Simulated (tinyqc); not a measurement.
Inside a calculation. Method: plane-wave Kohn-Sham cycle with exchange-only LDA in a layered model solid. One step of it, computed by the program tinyqc.

Task: Iteration 1: Hamiltonian at one k. H(m,m') = (k + G_m)^2/2 delta + V(G_m - G_m'), with V(-G) = V(G).

A solid whose potential varies along x alone (atomic units):
```
parameter                      value
period a                    6.000000
cross-section of the cell   9.000000
electrons per cell                 2
grid points                       16
plane waves -n..n, n               3
k points                           2
V1 in V1 cos(2 pi x/a)     -0.740000
```

V(G_m), m = 0, 1, 2, ... (hartree): [-0.328248, -0.370000, 0.000000, 0.000000, 0.000000, 0.000000, 0.000000]

k = 0.250000 2 pi / a

Give: H.

Result:

H (hartree), order -3, -2, -1, +0, +1, +2, +3:
```
[[3.818, -0.370, 0.000, 0.000, 0.000, 0.000, 0.000],
 [-0.370, 1.351, -0.370, 0.000, 0.000, 0.000, 0.000],
 [0.000, -0.370, -0.020, -0.370, 0.000, 0.000, 0.000],
 [0.000, 0.000, -0.370, -0.294, -0.370, 0.000, 0.000],
 [0.000, 0.000, 0.000, -0.370, 0.528, -0.370, 0.000],
 [0.000, 0.000, 0.000, 0.000, -0.370, 2.448, -0.370],
 [0.000, 0.000, 0.000, 0.000, 0.000, -0.370, 5.463]]
```
